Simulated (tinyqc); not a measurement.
Trap density from two Hall measurements.

Question. p-type body, charge-sheet picture, full ionisation (an idealisation for deep acceptors), Boltzmann statistics for free electrons. e = Ec - EF at the surface. psi = Eg - Vt ln(Nv/Na) - e; N_dep = sqrt(2 eps0 eps_r Na (psi - Vt)/q); n_f = sqrt(N_dep^2 + 2 eps0 eps_r Vt Nc exp(-e/Vt)/q) - N_dep; Vg = Vfb + psi + q (N_dep + n_t + n_f)/Cox, Cox = eps0 eox/tox. Find e and n_t at both points and the mean trap density between them.

Parameters, values chosen for the exercise; band and dielectric values close to those of 4H silicon carbide: temperature T = 400 K; band gap Eg = 3.25 eV; relative permittivity eps_r = 9.56; conduction-band density of states at T Nc = 2.66e19 cm^-3; valence-band density of states at T Nv = 3.83e19 cm^-3; relative permittivity of the insulator eox = 3.9; insulator thickness tox = 32 nm; acceptor density Na = 1.5e17 cm^-3; flat-band voltage without trapped charge Vfb = -2.86 V.

Constants: q = 1.602176634e-19 C, kB = 1.380649e-23 J/K, Vt = kB T/q, eps0 = 8.8541878128e-14 F/cm where lengths are in cm. Results are converted to the units shown.

Vg (V): [3.2636948, 3.5967845]
free sheet density from the Hall effect (cm^-2): [1.1571176e9, 1.0941822e10]

Answer. Each n_f fixes e; what the gate voltage holds beyond psi, N_dep and n_f is trapped; the difference quotient is the density, smeared over a few Vt.

e (eV): [0.262, 0.184]
n_t (cm^-2): [1.47e11, 2.80e11]
mean trap density = 1.70e12 cm^-2 eV^-1

Computed by the program tinyqc: `OMP_NUM_THREADS=1 python tinyqc.py 2222047 2222048 out.jsonl`, one thread of a shared Intel Xeon 2.30GHz, about 0.02 s for the whole run.
